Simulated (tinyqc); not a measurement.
Newton steps for the Fermi level: carrier statistics of a doped semiconductor with parabolic bands.

Values chosen for the exercise (near those of AlAs; the results hold for these values, not for the real material):
- ND = 1.9e+17 1/cm^3 (donors)
- NA = 9.5e+12 1/cm^3 (acceptors)
- E_start = 2.223 eV (first guess of EF)
- cap = 12 (iteration cap)

Eg = 2.261081 eV
kT = 0.0066353 eV
Nc = 2.15606e+18 1/cm^3
Nv = 2.41965e+18 1/cm^3

Boltzmann statistics and full ionisation: n = Nc exp((EF - Eg)/kT), p = Nv exp(-EF/kT). First run: Newton on f = p + ND - n - NA. Second run: Newton on ln(p + ND) - ln(n + NA). Stop when the step is below 1e-7 eV.

First run:

| step | EF (eV) | n (1/cm^3) | step taken (kT) |
|---|---|---|---|
| 1 | 2.22300 | 6.94e+15 | 26.388 |
| 2 | 2.39809 | 2.00e+27 | -1.000 |
| 3 | 2.39146 | 7.36e+26 | -1.000 |
| 4 | 2.38482 | 2.71e+26 | -1.000 |
| 5 | 2.37818 | 9.96e+25 | -1.000 |
| 6 | 2.37155 | 3.66e+25 | -1.000 |
| 7 | 2.36491 | 1.35e+25 | -1.000 |
| 8 | 2.35828 | 4.96e+24 | -1.000 |
| 9 | 2.35164 | 1.82e+24 | -1.000 |
| 10 | 2.34501 | 6.71e+23 | -1.000 |
| 11 | 2.33837 | 2.47e+23 | -1.000 |
| 12 | 2.33174 | 9.08e+22 | -1.000 |

Second run:

| step | EF (eV) | n (1/cm^3) | step taken (kT) |
|---|---|---|---|
| 1 | 2.22300 | 6.94e+15 | 3.313 |
| 2 | 2.24498 | 1.91e+17 | -0.003 |
| 3 | 2.24496 | 1.90e+17 | 0.000 |

Has the first run converged, and what does its course show?

No: the last step is still 1.00 kT. The first step jumps by 26.4 kT, far past the root, because the slope -(n + p)/kT is small at the start; after it n is far too large, the residual is a pure exponential, and Newton then retreats by one kT a step (11 such steps here). The rerun on the logarithm, which is close to linear in EF once n outweighs the compensating charge, converges in 3 steps to EF = 2.24496 eV.

tinyqc: `OMP_NUM_THREADS=1 python tinyqc.py 1680016 1680017 out.jsonl`; about 0.01 s, one thread, shared Intel(R) Xeon(R) Processor @ 2.30GHz.
